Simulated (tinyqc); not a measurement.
Mean-field antiferromagnet of the Hubbard model on the simple cubic lattice, step by step. Values are carried at full precision from step to step, so a last printed digit may differ when a step is redone from the rounded ones.

e(k) = -2 t (cx + cy + cz) - 4 t2 (cx cy + cy cz + cz cx), ci = cos ki; one electron a site; Q = (pi, pi, pi). <n_up - n_dn> = m cos(Q.R) gives Delta = U m/2 and bands E = e+ -/+ sqrt(e-^2 + Delta^2), e+- = (e(k) +- e(k + Q))/2 (the constant U/2 is dropped). Means run over the mesh k_i = 2 pi (j + 1/2)/N of the whole zone: mu from mean(f(E-) + f(E+)) = 1; m(out) = mean of Delta (f(E-) - f(E+))/sqrt(e-^2 + Delta^2); free energy per site F = -kT mean[ln(1 + exp(-(E- - mu)/kT)) + ln(1 + exp(-(E+ - mu)/kT))] + mu + U m^2/4.

Constants: kB = 8.617333262e-05 eV/K.

Inputs chosen for the exercise: t = 1.08 eV (nearest hopping); t2 = -0.3 eV (second hopping); N = 4 (mesh); U = 6.26 eV (on-site repulsion); m0 = 0.31 (starting staggered moment); T = 600 K.

## Folded levels on the mesh

Collect the points with equal |e-| and e+.

Classes of points:
```
|e-| (eV)   e+ (eV)  points
1.52735    -0.60000      48
4.58205     1.80000      16
```

## One mean-field step

From m = m0 form Delta, the two bands of each class and m(out).

Delta = 0.9703 eV

E-, E+ and Delta/sqrt(e-^2 + Delta^2) of each class:
```
|e-| (eV)  E- (eV)  E+ (eV)  Delta/sqrt(e-^2 + Delta^2)
1.5274     -2.4095   1.2095                      0.5362
4.5821     -2.8837   6.4837                      0.2072
```

m(out) = 0.4540

m(out) is above m0, so the next step starts from a larger moment.

## Self-consistency

Repeat with m = m(out) until |m(out) - m| < 1e-8; F(0) is the free energy at m = 0.

Iterations:
```
step         m  Delta (eV)    m(out)     F (eV)
1     0.310000     0.97030  0.453961  -2.377642
2     0.453961     1.42090  0.584895  -2.441374
3     0.584895     1.83072  0.668651  -2.486310
4     0.668651     2.09288  0.709695  -2.502846
5     0.709695     2.22134  0.727067  -2.506616
6     0.727067     2.27572  0.733950  -2.507276
7     0.733950     2.29726  0.736606  -2.507379
8     0.736606     2.30558  0.737620  -2.507395
15    0.738239     2.31069  0.738240  -2.507397
16    0.738240     2.31069  0.738240  -2.507397
17    0.738240     2.31069  0.738241  -2.507397
18    0.738241     2.31069  0.738241  -2.507397
19    0.738241     2.31069  0.738241  -2.507397
20    0.738241     2.31069  0.738241  -2.507397
```

m = 0.7382
Delta = 2.3107 eV
lowest E+ minus highest E- on the mesh = 5.5016 eV
F - F(0) = -216.37 meV

Converged in 20 steps. The ordered state lies 216.37 meV a site below the paramagnet and is an insulator on this mesh. A mesh of N = 16 gives m = 0.754 and F - F(0) = -315.8 meV.

## Checks

- Energy gain at U = 400 t against the exchange limit -z t^2/U a site (z neighbours), counted from -U/4 (eV): both -0.0162.

Program tinyqc; command `OMP_NUM_THREADS=1 python tinyqc.py 1682332 1682333 out.jsonl`; about 0.2 s on one thread of a shared Intel(R) Xeon(R) Processor @ 2.30GHz.
